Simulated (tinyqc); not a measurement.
Transfer-length model of a contact: one step of the calculation.

A metal contact of length d and width W on a thin layer of the same width. The metal has no resistance, the sheet resistance under it equals Rsh, and current enters the layer at the front edge x = 0.

Question. Contact resistivity. rc = Rsh Lt^2. Short cuts: Rsh A^2 (long contact, Lt = A) and Rc W d (short contact, even current).

Inputs (values chosen for the exercise):
- rc = 1.3e-5 ohm cm^2 (specific contact resistivity)
- d = 0.55 um (contact length)
- W = 42 um (contact width)

Rsh = 940.37859 ohm/sq
Rc = 60.431247 ohm
A = 2.6990325 um
converged Lt = 1.1768912 um

Find: rc; Rsh A^2; Rc W d.

Answer.

rc = 1.3025e-5 ohm cm^2
Rsh A^2 = 6.8504e-5 ohm cm^2
Rc W d = 1.3960e-5 ohm cm^2

The extracted rc is 0.19 % above the value 1.3e-5 ohm cm^2 that made the data.

Numbers from tinyqc (`OMP_NUM_THREADS=1 python tinyqc.py 2760097 2760098 out.jsonl`; about 0.01 s on one thread of a shared Intel Xeon 2.30GHz).
